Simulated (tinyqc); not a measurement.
# From TA frequency at X back to bond bending beta_A

Model: Keating valence-force model of a tetrahedral crystal. Computed by tinyqc, a small Python program. Command: `OMP_NUM_THREADS=1 python tinyqc.py 3001802 3001803 out.jsonl keating inv`. One thread of a shared host (Intel(R) Xeon(R) Processor @ 2.30GHz), about 0.05 s of CPU time with the checks.

Atom A sits at 0 and atom B at a/4 (1,1,1) of an fcc lattice; the four bonds from A are t = a/4 (1,1,1), a/4 (1,-1,-1), a/4 (-1,1,-1), a/4 (-1,-1,1), of length d = sqrt(3) a/4. Energy: E = (3 alpha/(8 d^2)) sum over bonds (r.r - d^2)^2 + (3 beta/(8 d^2)) sum over pairs of bonds at one atom (r_i.r_j + d^2/3)^2, with beta_A for the six pairs at A and beta_B for the six at B. The cell holds two atoms, Omega = a^3/4. 1 N/m = 1 J/m^2.

Inputs (values chosen for the exercise, for a model crystal): mass M_A = 92.8 u; mass M_B = 79.5 u; bond stretching alpha = 64.5 N/m; bond bending beta_B = 18.3 N/m.

Structure: zinc blende.

Constants: nu for 1 eV/(angstrom^2 u) = 15.6333042 THz; 1 eV/angstrom^2 = 16.02176634 J/m^2.

Method:
- With displacements u exp(i q.r), each bracket changes by g.u, where g = (g_A, g_B): bond t, g = (-2 t, 2 t exp(i q.t)); pair (i, j) at A, g = (-(t_i + t_j), t_i exp(i q.t_j) + t_j exp(i q.t_i)); pair at B, g = (-t_i exp(-i q.t_j) - t_j exp(-i q.t_i), t_i + t_j). Then D_mn = sum over the 4 bonds and 12 pairs of (4 k/a^2) conj(g_m) g_n / sqrt(M_m M_n), with k = alpha or beta converted to eV/angstrom^2. Only the short-range forces enter; the Coulomb field of the charges is left out.
- An eigenvalue lambda of D in eV/(angstrom^2 u) gives nu = 15.6333042 THz x sqrt(lambda).
- Take the lowest frequency at X = (1, 0, 0) 2 pi/a, the transverse acoustic (TA) mode.

Question. A run gave the result below. Find the bond bending beta_A, known to lie between 8.8 and 23 N/m.

TA frequency at X = 4.980465 THz

Answer.

Each step takes the trial c = (a f_b - b f_a)/(f_b - f_a), f being the result less the target and a, b, c the logarithms of the listed values; c replaces end b, the old b replaces a if the sign of f changed, and otherwise f_a is halved.

Scan of the range:
```
bond bending beta_A (N/m)  TA frequency at X (THz)
8.8                                        4.37763
10.3                                       4.49690
12.1                                       4.63593
14.2                                       4.79298
16.7                                       4.97339
19.6                                       5.17466
23.0                                       5.40091
```

False position (Illinois rule, in the logarithm of the input) inside the bracket:
```
step    end a    end b    trial  TA frequency at X (THz)
1     16.7000  19.6000  16.7943                  4.98006
2     19.6000  16.7943  16.7997                  4.98044
3     19.6000  16.7997  16.8003                  4.98049
4     16.7997  16.8003  16.8000                  4.98046
```

TA frequency at X rises at every point of a 13-point scan of the range (every second point is shown), so one value fits; it is bracketed by 16.7 and 19.6. Answer: bond bending beta_A = 16.80 N/m.
